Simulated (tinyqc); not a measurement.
Trap and transport parameters from the curve.

Question. A layer shows an ohmic current q n0 mu V/L, then a square law (9/8) th eps0 eps_r mu V^2/L^3 above Vx = 8 q n0 L^2/(9 th eps0 eps_r), and trap filling at V_TFL = q Nt L^2/(2 eps0 eps_r). th = y/(1 + y), y = (Nc/Nt) exp(-Et/kB T). The square-law current at V is given. Find th, n0, Nt and Et.

Values chosen for this exercise:
```
symbol   value        unit                 meaning
T          350           K             temperature
eps_r     19.5               relative permittivity
mu      0.0028  cm^2/(V s)                mobility
L          800          nm               thickness
Nc      1.2e20       cm^-3  band density of states
V          6.3           V                 voltage
```

Constants: q = 1.602176634e-19 C, kB = 1.380649e-23 J/K, Vt = kB T/q, eps0 = 8.8541878128e-14 F/cm where lengths are in cm. Results are converted to the units shown.

Mott-Gurney J = 1.0842410e-4 A/cm^2
Vx = 2.0527388 V
V_TFL = 89.083708 V

Answer. The square law gives th, Vx gives n0, V_TFL gives Nt, and th with Nt gives Et.

th = 2.57e-4
n0 = 1.00e12 cm^-3
Nt = 3.00e17 cm^-3
Et = 0.430 eV

tinyqc, about 0.01 s, one thread, Intel Xeon 2.30GHz (shared host): `OMP_NUM_THREADS=1 python tinyqc.py 2370065 2370066 out.jsonl`
